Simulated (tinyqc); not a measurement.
k.p values derived from sp3s* tight binding at Gamma: one step. Valence parameters L, M, N and the Luttinger values. Three cases, with inputs chosen for the exercise.

Problem. Direct terms d0 = -(a/4)^2 pa pc Vxx, dN = -2 (a/4)^2 pa pc Vxy for P-. F = sum P^2/(E(P-) - E(s)) over S+, S-, s*a, s*c. The y state of P- couples to the z state of P+ through Q = (a/4) Vxy (pa p'c - pc p'a), primes for P+, and H1 = Q^2/(E(P-) - E(P+)). L = d0 + F, M = d0 + H1, N = dN + F + H1; g1 = -(L + 2M)/(3c), g2 = -(L - M)/(6c), g3 = -N/(6c).

At Gamma the states are two-level mixtures: s-like S+ (upper) and S- (lower) from [[Esa, Vss], [Vss, Esc]], p-like P- (valence) and P+ from [[Epa, Vxx], [Vxx, Epc]], and the bare s* levels. With real k in 1/angstrom and kz = 0, the phase sums over the four bonds are g0 = 1 - (a k/4)^2/2, g1 = i a kx/4, g3 = -(a/4)^2 kx ky to second order. Each mixture is written (anion, cation) with the anion part positive. c = hbar^2/2m0. No spin-orbit coupling.

Constants: hbar^2/2m0 = 3.80998211 eV angstrom^2.

Case 1.

Values chosen (out of a larger set: near a published set for GaAs, fitted to gaps, whose masses and valley positions are rough; not measured data): a = 5.655 angstrom (lattice constant); Vxx = 1.941 eV (px-px); Vxy = 5.099 eV (px-py).

States:
```
state,E (eV),anion part,cation part
S-,-12.557618,0.8368604,0.5474163
P-,0.016134,0.8848644,-0.4658488
S+,1.613618,0.5474163,-0.8368604
P+,4.724866,0.4658488,0.8848644
```

Couplings:
```
pair,P (eV angstrom),E(first) - E(second) (eV)
S+ to P-,-7.711328,1.597484
S+ to P+,-0.158979,-3.111247
S- to P-,1.534281,-12.573753
s*a to P-,-3.205375,8.635866
s*c to P-,6.032211,6.685866
```

Case 2.

Values chosen (out of a larger set: near a published set for GaSb, fitted to gaps, whose masses and valley positions are rough; not measured data): a = 6.102 angstrom (lattice constant); Vxx = 1.579 eV (px-px); Vxy = 4.102 eV (px-py).

States:
```
state,E (eV),anion part,cation part
S-,-11.951163,0.7961319,0.6051231
P-,-0.002657,0.8796730,-0.4755791
S+,0.748163,0.6051231,-0.7961319
P+,3.771657,0.4755791,0.8796730
```

Couplings:
```
pair,P (eV angstrom),E(first) - E(second) (eV)
S+ to P-,-7.171754,0.750821
S+ to P+,1.296189,-3.023494
S- to P-,0.958509,-11.948506
s*a to P-,-3.627480,6.638657
s*c to P-,5.637495,6.027657
```

Case 3.

Values chosen (out of a larger set: near a published set for Ge, fitted to gaps, whose masses and valley positions are rough; not measured data): a = 5.655 angstrom (lattice constant); Vxx = 1.615 eV (px-px); Vxy = 4.931 eV (px-py).

States:
```
state,E (eV),anion part,cation part
S-,-12.613000,0.7071068,0.7071068
P-,-0.021000,0.7071068,-0.7071068
S+,0.817000,0.7071068,-0.7071068
P+,3.209000,0.7071068,0.7071068
```

Couplings:
```
pair,P (eV angstrom),E(first) - E(second) (eV)
S+ to P-,-7.736040,0.838000
S+ to P+,0.000000,-2.392000
S- to P-,0.000000,-12.592000
s*a to P-,-5.228286,6.404000
s*c to P-,5.228286,6.404000
```

Give: d0, dN, F, Q, H1 (eV angstrom^2; Q in eV angstrom); L, M, N; g1, g2, g3.

Solution.

Case 1.

d0, dN, F, Q, H1 (eV angstrom^2; Q in eV angstrom): 1.5992  8.4020  -43.6689  7.2087  -11.0360

L, M, N (eV angstrom^2): -42.070  -9.437  -46.303

g1, g2, g3: 5.332  1.428  2.026

Along [100] the masses without spin-orbit coupling are c/|L| = 0.091 (one band) and c/|M| = 0.404 (two bands).

Case 2.

d0, dN, F, Q, H1 (eV angstrom^2; Q in eV angstrom): 1.5373  7.9872  -75.6816  6.2576  -10.3747

L, M, N (eV angstrom^2): -74.144  -8.837  -78.069

g1, g2, g3: 8.033  2.857  3.415

Along [100] the masses without spin-orbit coupling are c/|L| = 0.051 (one band) and c/|M| = 0.431 (two bands).

Case 3.

d0, dN, F, Q, H1 (eV angstrom^2; Q in eV angstrom): 1.6139  9.8555  -79.9525  6.9712  -15.0457

L, M, N (eV angstrom^2): -78.339  -13.432  -85.143

g1, g2, g3: 9.204  2.839  3.725

Along [100] the masses without spin-orbit coupling are c/|L| = 0.049 (one band) and c/|M| = 0.284 (two bands).

Computed by tinyqc, one run a case: `OMP_NUM_THREADS=1 python tinyqc.py N N+1 out.jsonl` with N = 1450194, 1450469, 1450586; one thread of a shared Intel(R) Xeon(R) Processor @ 2.30GHz, about 0.01 s a run at most.
